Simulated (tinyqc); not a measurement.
Wannier function of the lower band of a two-orbital chain: sweeps and comparisons. A value that a table varies takes the place of the one given here.

H(k) = [[-d/2 - 2 ta cos k, -t1 - t2 exp(-ik)], [-t1 - t2 exp(ik), d/2 - 2 tb cos k]], k in 1/a, Bloch sums with exp(ikR) and without the positions inside the cell. Mesh k_j = 2 pi j/N. Projection gauge: each lower eigenvector u is multiplied by the phase that makes <trial|u> real and positive (the one-band case of Loewdin orthogonalisation). Wannier amplitudes w(R) = (1/N) sum_k exp(ikR) u(k); hoppings H(R) = (1/N) sum_k exp(-ikR) E(k).

Values chosen for the exercise:

| symbol | value | unit | meaning |
|---|---|---|---|
| d | 0.73 | eV | A at -d/2, B at +d/2 |
| t1 | 1.44 | eV | A-B in the cell |
| t2 | 1.25 | eV | B to A of the next cell |
| ta | -0.26 | eV | A-A between cells |
| tb | -0.04 | eV | B-B between cells |
| xb | 0.37 | a | position of B (A at 0) |
| th | 45 | degrees | trial orbital cos(th) A + sin(th) B in cell 0 |

## Convergence with the mesh

Centre and Omega_I from overlaps M_j = u_j^+ diag(1, exp(-i b xb)) u_(j+1), b = 2 pi/N: centre -(1/2 pi) sum arg M, Omega_I = (1/(N b^2)) sum (1 - |M|^2). Largest error of the Fourier interpolation on 41 points from 0 to pi.

Mesh:

| N | centre (a) | Omega_I (a^2) | H(1) (eV) | largest error (meV) |
|---|---|---|---|---|
| 3 | 0.04683 | 0.06711 | -0.26934 | 401.445 |
| 4 | 0.01985 | 0.07668 | -0.36971 | 103.825 |
| 6 | 0.01270 | 0.09794 | -0.34807 | 39.267 |
| 8 | 0.00964 | 0.11130 | -0.34466 | 16.199 |
| 12 | 0.00721 | 0.12506 | -0.34372 | 4.150 |
| 16 | 0.00631 | 0.13096 | -0.34365 | 1.099 |
| 24 | 0.00567 | 0.13546 | -0.34364 | 0.097 |

How do the results move?

The interpolation error falls exponentially, from 103.8 meV at N = 4 to 4.150 at N = 12, because the hoppings decay exponentially for an isolated band (smallest gap 1.23 eV). Omega_I carries a finite-difference error and converges as a power: against the value 0.13931 on 400 points it is off by -0.01425 at N = 12 and -0.00385 at N = 24, an exponent of 1.89, near the limit 2.

## Choice of the trial orbital

N = 16. Centre, Omega_I and Omega_D from overlaps (b = 2 pi/N, M_j = u_j^+ diag(1, exp(-i b xb)) u_(j+1); Omega_D = (1/(N b^2)) sum (arg M_j + b centre)^2).

Trial angle:

| th (deg) | smallest projection | centre (a) | Omega_I (a^2) | Omega_D (a^2) |
|---|---|---|---|---|
| 0 | 0.726 | 0.0063 | 0.13096 | 0.00400 |
| 15 | 0.875 | 0.0063 | 0.13096 | 0.00177 |
| 30 | 0.904 | 0.0063 | 0.13096 | 0.01942 |
| 45 | 0.809 | 0.0063 | 0.13096 | 0.05990 |
| 60 | 0.629 | 0.0063 | 0.13096 | 0.14216 |
| 75 | 0.407 | 0.0063 | 0.13096 | 0.33191 |
| 90 | 0.156 | 0.0063 | 0.13096 | 0.89391 |

What does this show?

Omega_I is the same for all. Omega_D is smallest at 15 degrees (0.00177) and largest at 90 (0.89391). The centre does not move.

## What each parameter does

N = 24: centre (folded into [0, 1)) and Omega_I from overlaps M_j = u_j^+ diag(1, exp(-i b xb)) u_(j+1), b = 2 pi/N: centre = -(1/2 pi) Im ln prod M_j, Omega_I = mean(1 - |M_j|^2)/b^2; and the first two hoppings H(R). Each row changes one parameter from the base and keeps the others.

Results:

| case | centre (a) | Omega_I (a^2) | H(1) (eV) | H(2) (eV) |
|---|---|---|---|---|
| base | 0.0057 | 0.1355 | -0.3436 | 0.0700 |
| d = 1.03 eV | 0.9995 | 0.1115 | -0.3176 | 0.0597 |
| t1 = 1.59 eV | 0.0384 | 0.1242 | -0.3657 | 0.0721 |
| t2 = 1.15 eV | 0.0291 | 0.1199 | -0.3135 | 0.0625 |
| ta = -0.16 eV | 0.0136 | 0.1514 | -0.4121 | 0.0799 |
| xb = 0.42 a | 0.0230 | 0.1371 | -0.3436 | 0.0700 |
| th = 55 degrees | 0.0057 | 0.1355 | -0.3436 | 0.0700 |

What does this show?

The largest shifts from the base row, up to three for each result and ties (the steps differ in size, so this ranks the rows, not the parameters). centre (a): d +0.9938, t1 +0.0327, t2 +0.0234; unchanged at the printed digits by th. Omega_I (a^2): d -0.0240, ta +0.0160, t2 -0.0156; unchanged at the printed digits by th. H(1) (eV): ta -0.0684, t2 +0.0301, d +0.0261; unchanged at the printed digits by xb and th. H(2) (eV): d -0.0103, ta +0.0099, t2 -0.0075; unchanged at the printed digits by xb and th. The trial angle is a choice of gauge and moves none of these; xb enters the position operator alone, so it leaves the hoppings.

Computed by tinyqc, a small Python program: `OMP_NUM_THREADS=1 python tinyqc.py 1481401 1481402 out.jsonl` (the numbers bound the seed that draws the inputs); one thread of a shared host (Intel(R) Xeon(R) Processor @ 2.30GHz), about 0.1 s for the whole set of steps.
